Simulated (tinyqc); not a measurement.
What each parameter does: valley splitting of a silicon quantum well in envelope theory.

The well lies at 0 < z < L; U(z) = V0 [1/(1 + exp(z/w)) + 1/(1 + exp((L - z)/w))] - e F z, 1 mV/nm = 1e-4 eV/angstrom. The envelope psi solves -(c/ml) psi'' + U psi = E psi, c = hbar^2/2m0, by three-point differences on a grid of 0.1 angstrom from -40 to L + 40 angstrom. The two valleys at +/- k0 couple through D = C0 times the integral of exp(-i q z) U(z) psi^2, q = 2 k0 (2 pi/a), and split by Ev = 2|D|.

Random alloy: with Y(z) = Yw + (Yb - Yw) B(z), B the bracket in U, and in-plane density exp(-r^2/ad^2)/(pi ad^2), D gains a random complex part of variance sigma^2 = (C0^2/pi)(a^2 V0/(8 ad (Yb - Yw)))^2 (4/a) times the integral of psi^4 Y (1 - Y). Alone it gives a mean splitting sqrt(pi) sigma; together with the smooth part the rms splitting is 2 sqrt(|D|^2 + sigma^2).

Constants: hbar^2/2m0 = 3.80998211 eV angstrom^2.

Inputs chosen for the exercise (near those of a strained Si well in SiGe; not measured data):

| symbol | value | unit | meaning |
|---|---|---|---|
| L | 102 | angstrom | well width |
| V0 | 0.19 | eV | conduction offset |
| ml | 0.916 | m0 | mass along z |
| w | 1.1 | angstrom | interface width parameter |
| F | 1.9 | mV/nm | field pressing towards the upper interface |
| k0 | 0.837 | 2 pi/a | valley position |
| a | 5.431 | angstrom | lattice constant |
| C0 | 0.244 |  | Bloch overlap factor |
| Yb | 0.31 |  | Ge share of the barrier |
| Yw | 0 |  | Ge share of the well |
| ad | 110 | angstrom | dot radius |

Orbital spacing, psi^2 at z = L, the smooth splitting and sigma; V0 is held fixed when Yw changes.

Results for these values:

| case | E2 - E1 (meV) | psi^2(L) (1e-3/angstrom) | 2\|D\| (micro-eV) | sigma (micro-eV) |
|---|---|---|---|---|
| base | 11.78 | 0.884 | 0.81 | 2.1 |

What happens to each result for F = 2.85 mV/nm, all else kept?

Answer: E2 - E1 rises from 11.78 to 13.46; psi^2(L) rises from 0.884 to 1.283; 2|D| rises from 0.81 to 1.22; sigma rises from 2.1 to 3.0.

The same for each parameter in turn:

| case | E2 - E1 (meV) | psi^2(L) (1e-3/angstrom) | 2\|D\| (micro-eV) | sigma (micro-eV) |
|---|---|---|---|---|
| base | 11.78 | 0.884 | 0.81 | 2.1 |
| ad = 150 angstrom | 11.78 | 0.884 | 0.81 | 1.5 |
| Yw = 0.03 | 11.78 | 0.884 | 0.81 | 57.3 |
| L = 108 angstrom | 11.09 | 0.866 | 0.82 | 2.0 |
| V0 = 0.237 eV | 11.95 | 0.683 | 0.81 | 2.1 |
| w = 1.43 angstrom | 11.89 | 0.806 | 0.15 | 2.5 |
| F = 2.85 mV/nm | 13.46 | 1.283 | 1.22 | 3.0 |
| k0 = 0.817 2 pi/a | 11.78 | 0.884 | 1.00 | 2.1 |
| C0 = 0.293 | 11.78 | 0.884 | 0.97 | 2.5 |

Program tinyqc; command `OMP_NUM_THREADS=1 python tinyqc.py 1252091 1252092 out.jsonl`; about 0.07 s on one thread of a shared Intel(R) Xeon(R) Processor @ 2.30GHz.
